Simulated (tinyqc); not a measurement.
Capacitance of parallel on-chip lines from Laplace's equation on a mesh: two steps of the calculation.

Cross-section of an endless row of equal lines between two grounded planes; neighbours are driven in antiphase (+1 V and -1 V), so the plane midway between two lines is at 0 V. By symmetry one quarter is solved: x runs from the centre of a line (column 0, mirror) to that midplane (column 4, 0 V), y from the mid-height of the line (row 0, mirror) to the ground plane (row 5, 0 V). The line fills columns 0 to 1 and rows 0 to 2 at 1 V. Cells beside the line (below row 2) have e2, cells above have e1. Each link between nodes has the conductance g = mean permittivity of the two cells beside it (a cell beyond a mirror counts as 0), and the free nodes obey sum g (V_neighbour - V) = 0.

Parameters, values chosen for the exercise: relative permittivity above and below the lines e1 = 4.2; relative permittivity between the lines e2 = 2.7; over-relaxation factor om = 1.2.

Constants: eps0 = 8.8541878128e-12 F/m. Results are converted to the units shown.

Problem 1. Relaxation sweep. One sweep visits the free nodes row by row from row 0, left to right, and replaces V by V + om (weighted mean of the neighbours - V), using new values at once.

V after sweep 1 (V):
```
,col 0,col 1,col 2,col 3,col 4
row 0,1.0000000,1.0000000,0.3000000,0.0900000,0.0000000
row 1,1.0000000,1.0000000,0.3900000,0.1440000,0.0000000
row 2,1.0000000,1.0000000,0.3915652,0.1512783,0.0000000
row 3,0.3000000,0.3900000,0.2344696,0.1157243,0.0000000
row 4,0.0900000,0.1440000,0.1135409,0.0687796,0.0000000
row 5,0.0000000,0.0000000,0.0000000,0.0000000,0.0000000
```

gx:
```
,col 0,col 1,col 2,col 3
row 0,1.35,1.35,1.35,1.35
row 1,2.7,2.7,2.7,2.7
row 2,3.45,3.45,3.45,3.45
row 3,4.2,4.2,4.2,4.2
row 4,4.2,4.2,4.2,4.2
row 5,2.1,2.1,2.1,2.1
```

gy:
```
,col 0,col 1,col 2,col 3,col 4
row 0,1.35,2.7,2.7,2.7,1.35
row 1,1.35,2.7,2.7,2.7,1.35
row 2,2.1,4.2,4.2,4.2,2.1
row 3,2.1,4.2,4.2,4.2,2.1
row 4,2.1,4.2,4.2,4.2,2.1
```

Find: V after sweep 2.

Solution 1.

V after sweep 2 (V):
```
,col 0,col 1,col 2,col 3,col 4
row 0,1.000,1.000,0.501,0.219,0.000
row 1,1.000,1.000,0.533,0.242,0.000
row 2,1.000,1.000,0.478,0.212,0.000
row 3,0.501,0.486,0.311,0.154,0.000
row 4,0.219,0.217,0.156,0.079,0.000
row 5,0.000,0.000,0.000,0.000,0.000
```

Problem 2. Capacitance per length. C = 4 eps0 sum g (difference of V)^2 over all links (twice the energy of the four quarters, line at 1 V). Plate estimate without fringing: eps0 [2 e1 w/hd + 2 e2 t/(s/2)], w = 2 hx, t = 4 hx, s/2 = 3 hx, hd = 3 hx.

converged V (V):
```
,col 0,col 1,col 2,col 3,col 4
row 0,1.0000000,1.0000000,0.6345570,0.3044336,0.0000000
row 1,1.0000000,1.0000000,0.6168972,0.2915888,0.0000000
row 2,1.0000000,1.0000000,0.5414432,0.2450241,0.0000000
row 3,0.5936414,0.5507131,0.3597525,0.1728725,0.0000000
row 4,0.2731396,0.2494584,0.1739811,0.0867134,0.0000000
row 5,0.0000000,0.0000000,0.0000000,0.0000000,0.0000000
```

gx:
```
,col 0,col 1,col 2,col 3
row 0,1.35,1.35,1.35,1.35
row 1,2.7,2.7,2.7,2.7
row 2,3.45,3.45,3.45,3.45
row 3,4.2,4.2,4.2,4.2
row 4,4.2,4.2,4.2,4.2
row 5,2.1,2.1,2.1,2.1
```

gy:
```
,col 0,col 1,col 2,col 3,col 4
row 0,1.35,2.7,2.7,2.7,1.35
row 1,1.35,2.7,2.7,2.7,1.35
row 2,2.1,4.2,4.2,4.2,2.1
row 3,2.1,4.2,4.2,4.2,2.1
row 4,2.1,4.2,4.2,4.2,2.1
```

Wanted: C; plate estimate.

Solution 2.

C = 207.19 aF/um
plate estimate = 113.33 aF/um

Program tinyqc, `OMP_NUM_THREADS=1 python tinyqc.py 2790126 2790127 out.jsonl`; Intel Xeon 2.30GHz, shared host, one thread, about 0.7 s.
